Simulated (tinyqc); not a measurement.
Band-to-band tunnelling across a p-n junction in a two-band chain: one step. Self-energies of the two sides. Two cases, with inputs chosen for the exercise.

Task: Form cos(k a) and S for each side.

Sites alternate A at -Eg/2 and C at +Eg/2 with hopping -t; near the edges, with k counted from the zone boundary pi/a, E^2 = (Eg/2)^2 + (t a k)^2, so t = sqrt(c Eg/m)/a gives the mass m, c = hbar^2/2m0. In the gap cosh(q a) = 1 + (Eg^2/4 - e^2)/(2 t^2), e the energy from the local mid-gap. The potential is V0 = Eg + ov on the p side (left), 0 on the n side, and falls linearly over the 2N sites of the junction, V_j = V0 (1 - j/(2N + 1)), j = 1 to 2N, site 1 being A. E = Eg/2 + x ov. A half chain that ends on a site of level e1 with neighbour e2 has g = (1 + z)/(E - e1), z = exp(-/+ i k a) the root with Im g < 0, cos(k a) = (E - e1)(E - e2)/(2 t^2) - 1. S_L = t^2 g (ending on C, shifted by V0), S_R = t^2 g (starting on A). T = 4 Im(S_L) Im(S_R) |G_(1,2N)|^2.

Give: cos(k a); S_L, S_R.

Case 1.

Values chosen (out of a larger set: gap and mass near those of GaSb; not measured data): Eg = 0.746 eV (gap).

t = 1.603798 eV
V0 = 0.886000 eV
E = 0.440200 eV

Result:

cos(k a): left -0.988413, right -0.989377

S_L, S_R (eV): [-0.03640-0.47683i, 0.03360-0.45981i]

Case 2.

Values chosen (out of a larger set: gap and mass near those of Ge (direct gap); not measured data): Eg = 0.825 eV (gap).

t = 1.505937 eV
V0 = 1.155000 eV
E = 0.574200 eV

Result:

cos(k a): left -0.963143, right -0.964824

S_L, S_R (eV): [-0.08415-0.61414i, 0.08085-0.60425i]

Computed by tinyqc, one run a case: `OMP_NUM_THREADS=1 python tinyqc.py N N+1 out.jsonl` with N = 1482613, 1482798; one thread of a shared Intel(R) Xeon(R) Processor @ 2.30GHz, about 0.01 s a run at most.
